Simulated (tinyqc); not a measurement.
The choice of windows: ionisation potential and affinity of a slab from the planar-averaged potential.

A model of the planar-averaged electrostatic energy of an electron in a periodic cell of N1 periods of A (L1 = N1 n1 h) and N2 periods of vacuum (L2 = N2 n2 h), on z_j = j h: V(z) = f VA + (1 - f) VB + F t(z), VA = V1[0] + V1[1] cos(2 pi z/(n1 h)) + V1[2] cos(4 pi z/(n1 h)), VB the same with V2, n2 and z - L1. f = [tanh(z/w) - tanh((z - L1)/w) + tanh((z - L1 - L2)/w)]/2 + 1/2; t(z) = z - L1/2 in A and (L1/L2)(L1 + L2/2 - z) beyond, so that the cell is periodic.

Running mean over n points, periodic: for odd n the plain mean of the n points centred on j; for even n the n + 1 points with half weight at both ends. The macroscopic average applies the mean over n1 points and then over n2 points.

Values chosen for the exercise (gap near that of InAs; not measured data):

| symbol | value | unit | meaning |
|---|---|---|---|
| h | 0.25 | angstrom | grid step |
| n1 | 5 |  | grid points per period of A |
| n2 | 5 |  | grid points per period of the vacuum filter |
| N1 | 5 |  | periods of A |
| N2 | 4 |  | periods of vacuum |
| V1 | (-5, 4.22, 0.54) | eV | mean and two harmonics of the potential in A |
| V2 | (0, 0, 0) | eV | the same in vacuum |
| w | 0.54 | angstrom | width of the interfaces |
| F | 0 | eV/angstrom | slope in A from opposite charges on the two interfaces |

dV read at j = 12 and 35 after means over the numbers of points listed; ripple is the spread over the five points around each.

Results:

| windows | dV (eV) | ripple in A (meV) | ripple in vacuum (meV) |
|---|---|---|---|
| none | 8.247 | 8007 | 5 |
| 5 only | 4.997 | 1 | 4 |
| 6 only | 4.527 | 1008 | 2 |
| 6, 6 | 5.054 | 142 | 25 |
| 5, 5 | 4.995 | 2 | 5 |

Which rows can be used, and how does a wrong window show?

The last row matches both periods and lies -5 meV from the value of a thick cell, V2[0] - V1[0] = 5.000 eV. Against it the raw potential errs by +3.25 eV. Within 20 meV of it lie: 5 only. A window one point too long leaves a ripple of 1008 meV in A, against 2 meV in the last row: the ripple is the sign to look for. Rows to use, with under 30 meV of ripple in both regions once the tilt is taken off: 5 only and 5, 5. A row with a large ripple can hit the right value only by chance.

Run: tinyqc, `OMP_NUM_THREADS=1 python tinyqc.py 1850781 1850782 out.jsonl`; Intel(R) Xeon(R) Processor @ 2.30GHz, one thread, shared host; about 0.01 s of CPU time with all checks.
